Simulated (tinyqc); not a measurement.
The 3-omega method: a line heater on a substrate with a thin film: one step, computed by the program tinyqc. Command: `OMP_NUM_THREADS=1 python tinyqc.py 3004676 3004677 out.jsonl threeomega walk`. One thread of a shared host (Intel(R) Xeon(R) Processor @ 2.30GHz), about 0.01 s of CPU time with the checks.

A current at angular frequency omega = 2 pi f heats the line at 2 omega with the amplitude P per length; the temperature swing Delta T at 2 omega gives a voltage at 3 omega. The substrate is taken as semi-infinite and isotropic, and the heat capacity of heater and film is left out.

Task: Temperature swing of the bare substrate. Delta T_s = (P/(pi kappa)) int_0^infinity (sin x/x)^2 / sqrt(x^2 + (q b)^2) dx with (q b)^2 = i |q b|^2, averaged over the heater width (12 Gauss-Legendre points on each of the pieces 0, 14 log-spaced edges from 1e-5 to 1, and multiples of pi to 40 pi; the tail adds 1/(4 (40 pi)^2)). For |q| b much below 1: Delta T_s = (P/(pi kappa)) [-ln(|q| b) + eta - i pi/4], eta = 3/2 - C_E = 0.92278, with Euler's C_E = 0.5772157.

Inputs (values chosen for the exercise, modelled on amorphous silicon on silicon):

| quantity | value | unit |
|---|---|---|
| substrate conductivity kappa | 149 | W/(m K) |
| substrate heat capacity C | 1.63 | 1e6 J/(m^3 K) |
| heater half-width b | 2.8 | micrometre |
| power amplitude per length P | 51 | W/m |
| current frequency f | 2900 | Hz |

|q| b = 0.05590654

Give: in-phase Delta T_s; out-of-phase Delta T_s; in-phase, narrow-line form; out-of-phase, narrow-line form.

Result:

in-phase Delta T_s = 0.4148 K

out-of-phase Delta T_s = -0.08535 K

in-phase, narrow-line form = 0.4148 K

out-of-phase, narrow-line form = -0.08557 K

The narrow-line form misses the in-phase part by -0.01 % and the out-of-phase part by +0.3 % at |q| b = 0.056.
